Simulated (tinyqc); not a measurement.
Worked calculation: Deal-Grove kinetics of thermal oxidation of silicon. Computed by tinyqc, a small Python program that keeps every step. Command: `OMP_NUM_THREADS=1 python tinyqc.py 3020690 3020691 out.jsonl oxide walk`. One thread of a shared host (Intel(R) Xeon(R) Processor @ 2.30GHz), about 0.02 s of CPU time with the checks. Intermediate numbers are printed to about 7 digits and carried at full precision; extremes and crossings named in words are read from the listed rows.

Oxidant diffuses through the oxide and reacts at the interface, so that dx/dt = B/(A + 2x) for the oxide thickness x.

Inputs (values chosen for the exercise, close to those used for silicon): prefactor B0 = 336 um^2/h; activation energy E_B = 0.779 eV; prefactor (B/A)0 = 8.34e+07 um/h; activation energy E_A = 2.05 eV; temperature T = 800 C; oxidant pressure p = 1 atm; pressure exponent m of B/A = 1; initial oxide x_i = 0.005 um; time t = 0.12 h; temperature of step 2, T2 = 1100 C; time of step 2, t2 = 2.8 h.

Ambient: steam. Surface: (100). Extension: second step.

Constants: k_B = 8.617333262e-05 eV/K.

## Rate constants

B = B0 p exp(-E_B/(k_B T)), B/A = (B/A)0 p^m exp(-E_A/(k_B T)), p in atm; A = B/(B/A). Temperatures in kelvin are T(C) + 273.15.

parabolic constant B = 0.07378403 um^2/h

linear constant B/A = 0.01967244 um/h

length A = 3.750628 um

Reaction at the interface limits growth while x is well below A/2 = 1.88 um, diffusion once x is well above it.

## Thickness after the oxidation

tau = (x_i^2 + A x_i)/B and x = (A/2) [sqrt(1 + 4 B (t + tau)/A^2) - 1], the root of x^2 + A x = B (t + tau). Silicon consumed is 0.44 times the oxide grown; the rate is B/(A + 2x).

tau = 0.2545014 h

oxide thickness x = 0.007352944 um

silicon consumed = 0.001035295 um

final growth rate = 0.01959561 um/h

2x/A = 0.00392: the interface reaction limits the rate.

## Full law against its linear and parabolic limits

Linear limit x = (B/A)(t + tau); parabolic limit x = sqrt(B (t + tau)).

Thickness (um):
```
t (h)       full  linear limit  parabolic limit       2x/A
0.05   0.0059808     0.0059903         0.149891  0.0031892
0.1    0.0069610     0.0069739         0.161730  0.0037119
0.25   0.0098987     0.0099248         0.192936  0.0052784
0.5    0.0147846     0.0148429         0.235945  0.0078838
1      0.0245188     0.0246791         0.304240  0.0130745
2      0.0438391     0.0443516         0.407856  0.0233770
4      0.0819077     0.0836964         0.560281  0.0436768
8      0.1559056     0.1623862         0.780417  0.0831357
16     0.2963501     0.3197658         1.095136  0.1580269
32     0.5529919     0.6345249         1.542682  0.2948796
```

Both limits lie above the full result, since each drops one resistance. The linear law overshoots by 0.16 % in the first row and 15 % in the last, the parabolic law by 2400 % and 180 %. The linear law is the better one in every row, as 2x/A stays below 1.24.

## A second oxidation in the same ambient

Step 2 starts from the thickness x of step 1, with B and A at T2: tau2 = (x^2 + A2 x)/B2 and x2 = (A2/2) [sqrt(1 + 4 B2 (t2 + tau2)/A2^2) - 1].

B2 = 0.4647603 um^2/h

A2 = 0.1862247 um

tau2 = 0.003062580 h

thickness after both steps x2 = 1.052061 um

## Two steps, the one at T2 first

First t2 at T2 from x_i, then t at T from the thickness reached.

thickness after t2 at T2 = 1.051857 um

final thickness in this order = 1.053369 um

The order changes the result by 0.12 %: ending with the larger A gives the thicker film, since A differs between the steps and the times are not simply additive.

Checks made by the program: closed form against Runge-Kutta integration of dx/dt (relative difference below 1e-10).
